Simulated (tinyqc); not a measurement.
Electromigration in a confined line: Blech product, Korhonen stress evolution and Black's law: one step, computed by the program tinyqc. Command: `OMP_NUM_THREADS=1 python tinyqc.py 3011240 3011241 out.jsonl emigr walk`. One thread of a shared host (Intel(R) Xeon(R) Processor @ 2.30GHz), about 0.01 s of CPU time with the checks.

The electron wind pushes atoms from the cathode (x = 0) to the anode (x = L); blocking ends build a back stress (tension positive). The input rho is taken not to change with temperature. d sigma/dt = d/dx [kappa (d sigma/dx + G)], with zero flux at both ends and sigma = 0 at t = 0.

Problem. Steady state and Blech product. At steady state sigma(x) = G (L/2 - x). A void forms only if the cathode stress reaches sigma_c, that is if j L exceeds (j L)_c = 2 Omega (sigma_c)/(Z* e rho). Time scale tau = L^2/kappa.

Inputs (values chosen for the exercise, close to those used for ruthenium lines):
```
quantity,value,unit
resistivity rho,14.1,micro-ohm cm
atomic volume Omega,13.6,angstrom^3
effective charge number Z*,1.4,-
critical stress sigma_c,480,MPa
current density j,3.1,MA/cm^2
line length L,270,um
test temperature T,220,C
```

Start: stress-free.

stress gradient G = 72.09088 MPa/um

kappa = 2.360622e-19 m^2/s

Constants: e = 1.602176634e-19 C.

Give: steady cathode stress; j L; critical product (j L)_c; tau.

Solution.

steady cathode stress = 9732 MPa

j L = 83700 A/cm

critical product (j L)_c = 4128 A/cm

tau = 8.578e+07 h

j L is 20.3 times the critical product: the line can fail. Caution: a steady stress above sigma_c is formal, since a void forms first.
